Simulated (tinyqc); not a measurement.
# Worked calculation: a chain with uneven site energies and dephasing by Buettiker voltage probes

tinyqc, about 0.01 s, one thread, Intel Xeon 2.30GHz (shared host): `OMP_NUM_THREADS=1 python tinyqc.py 2700037 2700038 out.jsonl` Printed values are rounded.

Sites 1 to 5 form a chain with hopping -t. Lead L joins site 1 and lead R site 5, both semi-infinite chains with hopping -t and site energy 0. Every site carries a probe with self-energy -i Gamma_p/2 that draws no net current. Linear response at zero temperature: mu_L = 1, mu_R = 0 in units of the bias.

Parameters, values chosen for the exercise:

| symbol | value | unit | meaning |
|---|---|---|---|
| t | 1 | eV | hopping (matrix element -t) |
| U | [-0.35, 1.14, -0.64, 0.96, -0.79] | eV | site energies 1 to N |
| E | -0.52 | eV | Fermi energy |
| gp | 0.7 | eV | probe broadening Gamma_p |

Constants: q = 1.602176634e-19 C, h = 6.62607015e-34 J s. Results are converted to the units shown.

## Green function

Sigma = t^2 g(E), g(x) = (x - i sqrt(4 t^2 - x^2))/(2 t^2) for |x| < 2 t and (x - sign(x) sqrt(x^2 - 4 t^2))/(2 t^2) otherwise; Gamma = -2 Im Sigma; G = (E - H - Sigma_L - Sigma_R + i Gamma_p/2)^(-1).

Sigma = -0.2600000-0.9656086i eV
Gamma = 1.931217 eV

G (1/eV):
```
                       1                      2                      3                      4
1   0.1745771-0.6287240i   0.1571333-0.1730899i   0.0256828+0.2863981i  -0.0599760+0.1297332i
2   0.1571333-0.1730899i  -0.2418606-0.1911479i   0.3744763-0.0595644i   0.1760759+0.0672289i
3   0.0256828+0.2863981i   0.3744763-0.0595644i   0.5751003-0.5163416i   0.3757921-0.0797598i
4  -0.0599760+0.1297332i   0.1760759+0.0672289i   0.3757921-0.0797598i  -0.2490869-0.1891850i
5  -0.0690406-0.0734014i  -0.0903538+0.0974366i  -0.0468439+0.2667699i   0.1893446-0.1130536i

                       5
1  -0.0690406-0.0734014i
2  -0.0903538+0.0974366i
3  -0.0468439+0.2667699i
4   0.1893446-0.1130536i
5   0.2875052-0.5003598i
```

## Transmissions between terminals

With Gamma the broadening by one lead, T_RL = Gamma^2 |G_(5,1)|^2, T_pL = Gamma Gamma_p |G_(p,1)|^2, T_pR = Gamma Gamma_p |G_(p,5)|^2, T_pq = Gamma_p^2 |G_(p,q)|^2 for p != q.

T_RL = 0.03787174
T_pL, probe 1 to 5: [0.5755794, 0.0738801, 0.1117758, 0.0276154, 0.0137272]
T_pR, probe 1 to 5: [0.0137272, 0.0238706, 0.0991726, 0.0657439, 0.4501926]

T_pq:
```
            1           2           3           4           5
1  0.00000000  0.02677899  0.04051489  0.01000963  0.00497564
2  0.02677899  0.00000000  0.07045240  0.01740600  0.00865227
3  0.04051489  0.07045240  0.00000000  0.07231485  0.03594667
4  0.01000963  0.01740600  0.07231485  0.00000000  0.02382992
5  0.00497564  0.00865227  0.03594667  0.02382992  0.00000000
```

## Probe potentials and effective transmission

No current into probe p: W mu = T_pL with W_pp = T_pL + T_pR + sum_q T_pq and W_pq = -T_pq. Then T_eff = T_RL + sum_p T_pR mu_p, and the resistance is (h/2q^2)/T_eff.

W:
```
            1           2           3           4           5
1   0.6715858  -0.0267790  -0.0405149  -0.0100096  -0.0049756
2  -0.0267790   0.2210404  -0.0704524  -0.0174060  -0.0086523
3  -0.0405149  -0.0704524   0.4301772  -0.0723148  -0.0359467
4  -0.0100096  -0.0174060  -0.0723148   0.2169197  -0.0238299
5  -0.0049756  -0.0086523  -0.0359467  -0.0238299   0.5373243
```

mu_p, probe 1 to 5: [0.9218352, 0.6510667, 0.5303627, 0.4096847, 0.0982175]
T_eff = 0.1898158
resistance = 67.99434 kohm

Without probes the transmission is 0.1573. With them, 20.0 % of the current crosses without entering a probe.

## Current at both leads

In units of (2 q^2/h) times the bias, T_RL + sum_p T_pL (1 - mu_p) leaves L and T_RL + sum_p T_pR mu_p enters R.

current leaving L = 0.1898158
current entering R = 0.1898158

The two are equal: the probes conserve the current.
